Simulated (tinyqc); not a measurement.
Worked calculation: three-level Kane dispersion of a narrow-gap semiconductor. Values are carried at full precision from step to step, so a last printed digit may differ when a step is redone from the rounded ones.

Zero of energy at Gamma8, c = hbar^2/2m0, P^2 = Ep c. The free-electron term and remote bands are left out, so the heavy holes are flat at E = 0 and the other three bands obey E (E - Eg)(E + Dso) = P^2 k^2 (E + 2 Dso/3). The conduction band is the highest root; its edge is Ec = max(Eg, 0).

Constants: hbar^2/2m0 = 3.80998211 eV angstrom^2; hbar = 6.58211957e-16 eV s; e^2/(4 pi eps0) = 14.39964547 eV angstrom; muB = 5.788381798e-05 eV/T.

Values chosen for the exercise (near those of GaSb; not measured data):

| symbol | value | unit | meaning |
|---|---|---|---|
| Eg | 0.777 | eV | E(Gamma6) - E(Gamma8) |
| Dso | 0.79 | eV | spin-orbit splitting |
| Ep | 27.4 | eV | Kane energy |
| k | 0.037 | 1/angstrom | wave vector |
| n | 1.2e+17 | cm^-3 | electron density |
| eps | 14.1 |  | high-frequency dielectric constant |
| B | 1.3 | T | magnetic field |

## The three bands at one k

Expand the equation into E^3 + a2 E^2 + a1 E + a0 = 0 and give its roots; compare with the two-level form (Dso to infinity) E = Eg/2 +/- sqrt(Eg^2/4 + (2/3) P^2 k^2).

P^2 k^2 = 0.142915 eV^2

a2, a1, a0: 0.013000  -0.756745  -0.075268

roots (eV): -0.8221  -0.1006  0.9098

two-level form (eV): -0.1077  0.8847

The two-level form misses the highest root by -25.1 meV. The order is normal: Gamma6 forms the conduction band.

## Mass at the edge and limiting velocity

m0* = Eg (Eg + Dso)/(Ep (Eg + 2 Dso/3)). In the two-level form the velocity tends to v = sqrt(2/3) P/hbar, and |Eg| = 2 m v^2 with m = 3 |Eg|/(2 Ep), as for a relativistic particle. 1 angstrom = 1e-10 m.

m0* = 0.03409 m0
P = 10.2173 eV angstrom
v = 1.267e+06 m/s
k at which the linear part sets in, |Eg|/(2 hbar v) = 0.04657 1/angstrom

## Fermi level and mass at a given density

Degenerate electrons at T = 0: kF = (3 pi^2 n)^(1/3), 1 cm^-3 = 1e-24 angstrom^-3; EF is the highest root at kF. The momentum (cyclotron, optical) mass is m(E) = hbar^2 k/(dE/dk) = c d(k^2)/dE with d(k^2)/dE = k^2 [1/E + 1/(E - Eg) + 1/(E + Dso) - 1/(E + 2 Dso/3)]; the density of states is k d(k^2)/dE/(2 pi^2).

Edge mass m0* = Eg (Eg + Dso)/(Ep (Eg + 2 Dso/3)).

Compare EF - Ec with the parabolic value c kF^2/m0*.

kF = 0.01526 1/angstrom
EF - Ec = 0.0253 eV
parabolic value = 0.0260 eV
m(EF) = 0.03608 m0
m(EF)/m0* = 1.058
density of states at EF = 7.320e+18 1/(eV cm^3)

The parabola overstates EF - Ec by a factor of 1.03; (EF - Ec)/|Eg| = 0.03, and the two-level rule 1 + 2 (EF - Ec)/|Eg| = 1.065 estimates the mass ratio.

## Plasma and cyclotron energies

hbar wp = sqrt(8 pi c (e^2/4 pi eps0) n/(eps m)), hbar wc = 2 muB B/m (classical limit), with m = m(EF) and, for comparison, the edge mass; n in angstrom^-3.

hbar wp with m(EF), with m0* (meV): 18.04  18.55

hbar wc with m(EF), with m0* (meV): 4.17  4.42

hbar wc is not small against EF - Ec = 25.3 meV, so fewer than ten Landau levels are filled and the classical value is only a guide.

## Checks

- Roots of the cubic against the 8 x 8 Kane matrix without remote terms: they agree to 1e-10 or better.
- m(E) near the edge against m0*: both 0.03409.

(tinyqc, `OMP_NUM_THREADS=1 python tinyqc.py 1050342 1050343 out.jsonl`, Intel(R) Xeon(R) Processor @ 2.30GHz, 1 thread, shared host, about 0.01 s.)
